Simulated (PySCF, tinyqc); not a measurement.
Worked calculation: FCI on RHF in the sto-3g basis, for H4, spin multiplicity 1. The lowest restricted solution is unstable here: a spin-polarised one lies 0.0799 hartree lower (PySCF). One step of it, computed by the program tinyqc.

Problem. FCI: roots. Diagonalise (each vector has its largest component positive (the first on a tie)); all determinants have Ms = 0, so triplets appear too. The lowest singlet root is the correlation energy.

Occupation strings over the orbitals (2 doubly, a alpha, b beta, 0 empty; spin orbitals ordered 1a 1b 2a 2b ...): 2200 2a0b a2b0 2b0a b2a0 aabb 2020 abab 2002 abba baab 0220 baba 0202 bbaa a0b2 0a2b b0a2 0b2a 0022

H - E(HF) between determinants (hartree):
```
           2200       2a0b       a2b0       2b0a       b2a0       aabb       2020       abab
2200   0.000000   0.000000   0.000000   0.000000   0.000000   0.048084   0.171134   0.047806
2a0b   0.000000   0.565513   0.030475  -0.100794   0.095889  -0.033318  -0.107451   0.103421
a2b0   0.000000   0.030475   0.377828   0.095889  -0.102808  -0.046208  -0.103421   0.107451
2b0a   0.000000  -0.100794   0.095889   0.565513   0.030475   0.000000   0.107451  -0.050706
b2a0   0.000000   0.095889  -0.102808   0.030475   0.377828   0.000000   0.103421  -0.051299
aabb   0.048084  -0.033318  -0.046208   0.000000   0.000000   0.839897  -0.047806  -0.171134
2020   0.171134  -0.107451  -0.103421   0.107451   0.103421  -0.047806   0.386634  -0.078558
abab   0.047806   0.103421   0.107451  -0.050706  -0.051299  -0.171134  -0.078558   0.900058
2002   0.100794   0.117654   0.000000  -0.117654   0.000000   0.095889   0.136153  -0.126364
abba  -0.095889   0.000000  -0.112542   0.120809   0.000000  -0.100794   0.126364  -0.136153
baab  -0.095889  -0.120809   0.000000   0.000000   0.112542  -0.102808   0.126364  -0.127610
0220   0.102808   0.000000   0.110212   0.000000  -0.110212   0.095889   0.127610  -0.126364
baba   0.047806   0.050706   0.051299  -0.103421  -0.107451  -0.114528  -0.078558   0.000000
0202   0.114528  -0.051299  -0.050706   0.051299   0.050706  -0.047806   0.000000  -0.078558
bbaa   0.048084   0.000000   0.000000   0.033318   0.046208   0.000000  -0.047806  -0.114528
a0b2   0.000000  -0.095889   0.100794   0.048084   0.000000  -0.005112   0.050706  -0.107451
0a2b   0.000000   0.102808  -0.095889   0.000000   0.048084   0.010597   0.051299  -0.103421
b0a2   0.000000   0.048084   0.000000  -0.095889   0.100794   0.000000  -0.050706   0.051299
0b2a   0.000000   0.000000   0.048084   0.102808  -0.095889   0.000000  -0.051299   0.050706
0022   0.000000   0.000000   0.000000   0.000000   0.000000   0.048084   0.114528   0.047806

           2002       abba       baab       0220       baba       0202       bbaa       a0b2
2200   0.100794  -0.095889  -0.095889   0.102808   0.047806   0.114528   0.048084   0.000000
2a0b   0.117654   0.000000  -0.120809   0.000000   0.050706  -0.051299   0.000000  -0.095889
a2b0   0.000000  -0.112542   0.000000   0.110212   0.051299  -0.050706   0.000000   0.100794
2b0a  -0.117654   0.120809   0.000000   0.000000  -0.103421   0.051299   0.033318   0.048084
b2a0   0.000000   0.000000   0.112542  -0.110212  -0.107451   0.050706   0.046208   0.000000
aabb   0.095889  -0.100794  -0.102808   0.095889  -0.114528  -0.047806   0.000000  -0.005112
2020   0.136153   0.126364   0.126364   0.127610  -0.078558   0.000000  -0.047806   0.050706
abab  -0.126364  -0.136153  -0.127610  -0.126364   0.000000  -0.078558  -0.114528  -0.107451
2002   1.288703   0.030475   0.030475   0.000000  -0.126364   0.127610   0.095889  -0.087490
abba   0.030475   0.817998   0.000000   0.030475  -0.127610   0.126364  -0.102808   0.163862
baab   0.030475   0.000000   0.817998   0.030475  -0.136153   0.126364  -0.100794   0.000000
0220   0.000000   0.030475   0.030475   0.887533  -0.126364   0.136153   0.095889   0.000000
baba  -0.126364  -0.127610  -0.136153  -0.126364   0.900058  -0.078558  -0.171134  -0.051299
0202   0.127610   0.126364   0.126364   0.136153  -0.078558   1.449514  -0.047806   0.103421
bbaa   0.095889  -0.102808  -0.100794   0.095889  -0.171134  -0.047806   0.839897   0.000000
a0b2  -0.087490   0.163862   0.000000   0.000000  -0.051299   0.103421   0.000000   1.437745
0a2b   0.000000   0.000000   0.143530  -0.066333  -0.050706   0.107451   0.000000   0.030475
b0a2   0.087490   0.000000  -0.163862   0.000000   0.107451  -0.103421   0.005112  -0.102808
0b2a   0.000000  -0.143530   0.000000   0.066333   0.103421  -0.107451  -0.010597   0.095889
0022   0.102808  -0.095889  -0.095889   0.100794   0.047806   0.171134   0.048084   0.022721

           0a2b       b0a2       0b2a       0022
2200   0.000000   0.000000   0.000000   0.000000
2a0b   0.102808   0.048084   0.000000   0.000000
a2b0  -0.095889   0.000000   0.048084   0.000000
2b0a   0.000000  -0.095889   0.102808   0.000000
b2a0   0.048084   0.100794  -0.095889   0.000000
aabb   0.010597   0.000000   0.000000   0.048084
2020   0.051299  -0.050706  -0.051299   0.114528
abab  -0.103421   0.051299   0.050706   0.047806
2002   0.000000   0.087490   0.000000   0.102808
abba   0.000000   0.000000  -0.143530  -0.095889
baab   0.143530  -0.163862   0.000000  -0.095889
0220  -0.066333   0.000000   0.066333   0.100794
baba  -0.050706   0.107451   0.103421   0.047806
0202   0.107451  -0.103421  -0.107451   0.171134
bbaa   0.000000   0.005112  -0.010597   0.048084
a0b2   0.030475  -0.102808   0.095889   0.022721
0a2b   1.224260   0.095889  -0.100794   0.051320
b0a2   0.095889   1.437745   0.030475  -0.022721
0b2a  -0.100794   0.030475   1.224260  -0.051320
0022   0.051320  -0.022721  -0.051320   1.718665
```

Give: lowest roots of this matrix, relative to E(HF); lowest vectors; <S^2> of these roots; weight of the ground state by excitation level 0, 1, 2, ....

Solution.

lowest roots of this matrix, relative to E(HF) (hartree): [-0.1380, 0.1160, 0.1336, 0.3506, 0.4810, 0.4855, 0.5779, 0.7903]

lowest vectors, order 2200, 2a0b, a2b0, 2b0a, b2a0, aabb, 2020, abab, 2002, abba, baab, 0220, baba, 0202, bbaa, a0b2, 0a2b, b0a2, 0b2a, 0022:
$$\begin{pmatrix}
0.8794 & 0.2598 & 0.0000 & 0.0000 \\
-0.0317 & 0.2483 & -0.3331 & 0.0000 \\
-0.0384 & 0.3901 & 0.5733 & 0.0000 \\
0.0317 & -0.2483 & -0.3331 & 0.0000 \\
0.0384 & -0.3901 & 0.5733 & 0.0000 \\
-0.0605 & 0.0881 & 0.0177 & 0.4082 \\
-0.4017 & 0.5274 & 0.0000 & 0.0000 \\
-0.0632 & -0.1409 & -0.0158 & 0.4082 \\
-0.0225 & -0.1987 & 0.0000 & 0.0000 \\
0.1237 & 0.0528 & 0.1983 & 0.4082 \\
0.1237 & 0.0528 & -0.1983 & 0.4082 \\
-0.0343 & -0.3279 & 0.0000 & 0.0000 \\
-0.0632 & -0.1409 & 0.0158 & 0.4082 \\
-0.0982 & 0.0763 & 0.0000 & 0.0000 \\
-0.0605 & 0.0881 & -0.0177 & 0.4082 \\
-0.0025 & -0.0628 & -0.0999 & 0.0000 \\
-0.0022 & -0.0503 & 0.1027 & 0.0000 \\
0.0025 & 0.0628 & -0.0999 & 0.0000 \\
0.0022 & 0.0503 & 0.1027 & 0.0000 \\
0.0563 & 0.0020 & 0.0000 & 0.0000
\end{pmatrix}$$

<S^2> of these roots: [0.0000, 0.0000, 2.0000, 6.0000, 0.0000, 2.0000, 0.0000, 2.0000]

weight of the ground state by excitation level 0, 1, 2, ...: [0.7733, 0.0050, 0.2185, 0.0000, 0.0032]

The reference has a weight of only 0.77: one determinant is a poor start here.
